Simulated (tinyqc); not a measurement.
Monte Carlo simulation of one carrier in a uniform electric field: one step, computed by the program tinyqc. Command: `OMP_NUM_THREADS=1 python tinyqc.py 3007253 3007254 out.jsonl mcfl walk`. One thread of a shared host (Intel(R) Xeon(R) Processor @ 2.30GHz), about 2 s of CPU time with the checks.

The force e F acts along +z. Flights end at the constant total rate Gamma; the part of Gamma that the real rates do not fill is self-scattering, which leaves k unchanged. One valley, no impurities and no intervalley scattering.

Task: Total rate Gamma. Kane band: hbar^2 k^2/(2 m) = E (1 + alpha E), speed v = hbar k/(m (1 + 2 alpha E)), states per spin, volume and energy g(E) = m k (1 + 2 alpha E)/(2 pi^2 hbar^2); overlap factors are set to 1. Masses are multiplied by m_0 and all formulas are in SI units. Phonon occupation N_q = 1/(exp(hbar w/(k_B T)) - 1). Acoustic deformation potential (elastic, equipartition, absorption and emission together): 1/tau = 2 pi k_B T D_A^2 g(E)/(hbar rho v_l^2). Polar optical, unscreened: W = e^2 w (1/eps_inf - 1/eps_s) m (1 + 2 alpha E') ln|(k + k')/(k - k')| / (4 pi eps_0 hbar^2 k), times N_q for absorption (E' = E + hbar w) and N_q + 1 for emission (E' = E - hbar w > 0), with alpha = 0 for a parabolic band; mean cosine of the angle <cos> = (k^2 + k'^2)/(2 k k') - 1/ln|(k + k')/(k - k')|. Gamma is 1.05 times the largest total rate on the grid E = (j + 1/2) E_max/400, j = 0..399.

Inputs (values chosen for the exercise, modelled on CdTe):
```
quantity,value,unit
effective mass m,0.0963,m_0
non-parabolicity alpha,0.49,1/eV
static permittivity eps_s,10.2,-
high-frequency permittivity eps_inf,7.1,-
density rho,5850,kg/m^3
sound velocity v_l,3520,m/s
acoustic deformation potential D_A,5.7,eV
optical phonon energy hbar w,21.3,meV
lattice temperature T,100,K
energy E_max up to which Gamma must cover the rates,1,eV
```

Crystal: polar. Band: Kane.

Constants: k_B = 1.380649e-23 J/K; e = 1.602176634e-19 C; hbar = 1.054571817e-34 J s; m_0 = 9.1093837015e-31 kg; hbar = 6.582119569e-16 eV s; eps_0 = 8.8541878128e-12 F/m; k_B = 8.617333262e-05 eV/K.

Give: largest total rate; energy of the largest rate; Gamma.

Result:

largest total rate = 17.806 1e12/s

energy of the largest rate = 78.75 meV

Gamma = 18.696 1e12/s
